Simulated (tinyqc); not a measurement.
# Undoped symmetric double-gate MOSFET, analytic potential model: several studies

An undoped body of thickness ts between two equal insulators and tied gates; long channel, electrons only, n = ni exp((psi - V)/Vt) with V the quasi-Fermi potential (0 at the source, Vd at the drain), constant mobility, no quantisation. Across the body psi(x) = V - 2 Vt ln[(ts/(2 beta)) sqrt(q ni/(2 eps0 eps_r Vt)) cos(2 beta x/ts)], x from the centre. Q is the electron charge per area of the whole body.

Parameters, values chosen for the exercise; material values close to those of silicon:
- T = 400 K (temperature)
- Eg = 1.11 eV (band gap)
- eps_r = 11.6 (relative permittivity of the semiconductor)
- Nc = 4.34e19 cm^-3 (conduction-band density of states at T)
- Nv = 4.06e19 cm^-3 (valence-band density of states at T)
- eox = 23.8 (relative permittivity of the gate insulator)
- tox = 2.9 nm (insulator thickness)
- ts = 10 nm (body thickness)
- dphi = 0.07 V (gate work function less that of the intrinsic body)
- mu = 540 cm^2/(V s) (channel mobility)
- L = 0.5 um (gate length)
- Vd = 0.8 V (drain voltage)

Constants: q = 1.602176634e-19 C, kB = 1.380649e-23 J/K, Vt = kB T/q, eps0 = 8.8541878128e-14 F/cm where lengths are in cm. Results are converted to the units shown.

Each table varies one quantity; the others keep the values above.

## Effect of the insulator thickness

ni = sqrt(Nc Nv) exp(-Eg/(2 Vt)), Eg in volts; r = eps_r tox/(eox ts); V0 = dphi + 2 Vt ln[(2/ts) sqrt(2 eps0 eps_r Vt/(q ni))]. beta (between 0 and pi/2) solves (Vg - V0 - V)/(2 Vt) = ln(beta) - ln(cos beta) + 2 r beta tan(beta). Q = 8 eps0 eps_r Vt beta tan(beta)/ts; I = mu (1/L)(4 eps0 eps_r/ts)(2 Vt)^2 [g(beta_s) - g(beta_d)] per width, g = beta tan(beta) - beta^2/2 + r beta^2 tan^2(beta), with beta_s at V = 0 and beta_d at V = Vd.  I(low) is taken at Vg = 0.27 V, Qs and I(high) at Vg = 1.02 V.

The same in every row: V0 (V) = 0.5158.

Result of one run:

| tox (nm) | I(low) (nA/um) | Qs(high) (nC/cm^2) | I(high) (uA/um) |
|---|---|---|---|
| 4.2 | 8.424 | 3346 | 829.4 |

What becomes of these results when the insulator thickness tox is changed from 4.2 to 8.7 nm, all else the same?

Result of the changed run:

| tox (nm) | I(low) (nA/um) | Qs(high) (nC/cm^2) | I(high) (uA/um) |
|---|---|---|---|
| 8.7 | 8.421 | 1815 | 482.7 |

The whole series:

| tox (nm) | I(low) (nA/um) | Qs(high) (nC/cm^2) | I(high) (uA/um) |
|---|---|---|---|
| 0.97 | 8.426 | 1.095e4 | 2282 |
| 1.4 | 8.426 | 8192 | 1789 |
| 2 | 8.425 | 6150 | 1403 |
| 2.9 | 8.425 | 4543 | 1082 |
| 4.2 | 8.424 | 3346 | 829.4 |
| 6 | 8.423 | 2484 | 638.2 |
| 8.7 | 8.421 | 1815 | 482.7 |

As tox goes from 0.97 to 8.7 nm, I(low) stays near 8.42 nA/um and I(high) falls from 2280 to 483 uA/um. On average I(low) is independent of tox and I(high) goes as tox^(-0.71). Below threshold no voltage drops over the insulator in this long-channel model, so its thickness does not matter there. In every row the surface density at the source at the higher gate voltage passes 0.3 Nc, where Boltzmann statistics fail. In every row mu V/L at the higher gate voltage, with V the smaller of Vd and Vg - V0, passes 3e6 cm/s, so velocity saturation would lower the current.

## Effect of the gate work function less that of the intrinsic body

Same model as above.

Effect of the gate work function less that of the intrinsic body:

| dphi (V) | V0 (V) | I(low) (nA/um) | Qs(high) (nC/cm^2) | I(high) (uA/um) |
|---|---|---|---|---|
| -0.08 | 0.36582 | 630.99 | 6383.8 | 1965.5 |
| -0.03 | 0.41582 | 152.01 | 5759.8 | 1637.8 |
| 0.02 | 0.46582 | 35.879 | 5145.5 | 1343.5 |
| 0.07 | 0.51582 | 8.4248 | 4542.7 | 1081.9 |
| 0.12 | 0.56582 | 1.9758 | 3953.9 | 852.60 |
| 0.17 | 0.61582 | 0.46325 | 3382.0 | 654.62 |
| 0.22 | 0.66582 | 0.10861 | 2830.8 | 486.98 |

What does the table show?

As dphi goes from -0.08 to 0.22 V, I(low) falls from 631 to 0.109 nA/um and I(high) falls from 1970 to 487 uA/um. V0 rises from 0.366 to 0.666 V. In every row the surface density at the source at the higher gate voltage passes 0.3 Nc, where Boltzmann statistics fail. In every row mu V/L at the higher gate voltage, with V the smaller of Vd and Vg - V0, passes 3e6 cm/s, so velocity saturation would lower the current.

## Transfer curve and volume inversion

Q = 8 eps0 eps_r Vt beta tan(beta)/ts; I = mu (1/L)(4 eps0 eps_r/ts)(2 Vt)^2 [g(beta_s) - g(beta_d)] per width, g = beta tan(beta) - beta^2/2 + r beta^2 tan^2(beta), with beta_s at V = 0 and beta_d at V = Vd. The drop is psi(surface) - psi(centre) at the source end; C = dQs/dVg, Cg = 2 eps0 eox/tox; gm = dI/dVg.

Transfer curve and volume inversion:

| Vg (V) | Qs (nC/cm^2) | drop (mV) | C/Cg | I (uA/um) | gm/I (1/V) |
|---|---|---|---|---|---|
| 0.22 | 0.053069 | 0.0064585 | 1.0591e-4 | 0.0019758 | 29.008 |
| 0.33 | 1.2837 | 0.15611 | 0.0025483 | 0.047921 | 28.931 |
| 0.45 | 35.958 | 4.2852 | 0.062295 | 1.4414 | 26.942 |
| 0.56 | 306.44 | 31.504 | 0.29191 | 18.045 | 18.341 |
| 0.67 | 958.08 | 74.337 | 0.51287 | 89.651 | 11.542 |
| 0.78 | 1907.9 | 111.19 | 0.66363 | 257.51 | 8.0018 |
| 0.9 | 3158.7 | 141.59 | 0.76197 | 583.98 | 5.8417 |
| 1.01 | 4423.8 | 162.92 | 0.81660 | 1033.5 | 4.6227 |
| 1.12 | 5759.8 | 180.03 | 0.85248 | 1637.8 | 3.7974 |

The current rises from 0.00198 to 1640 uA/um. In the first row gm/I is 29.0 1/V, 0.011 % below 1/Vt: with no depletion charge the whole body follows the gate, and the swing is ideal. The drop between surface and centre goes from 0.0065 to 180 mV and passes Vt at Vg = 0.67 V among the rows; below that the density varies across the body by less than a factor of e (volume inversion). C reaches 0.85 of Cg in the last row. For Vg = 0.67 to 1.12 V the surface density at the source passes 0.3 Nc, where Boltzmann statistics fail. For Vg = 0.9 to 1.12 V mu V/L, with V the smaller of Vd and Vg - V0, passes 3e6 cm/s, so velocity saturation would lower the current.

Computed by the program tinyqc: `OMP_NUM_THREADS=1 python tinyqc.py 2440052 2440053 out.jsonl`, one thread of a shared Intel Xeon 2.30GHz, about 0.01 s for the whole run.
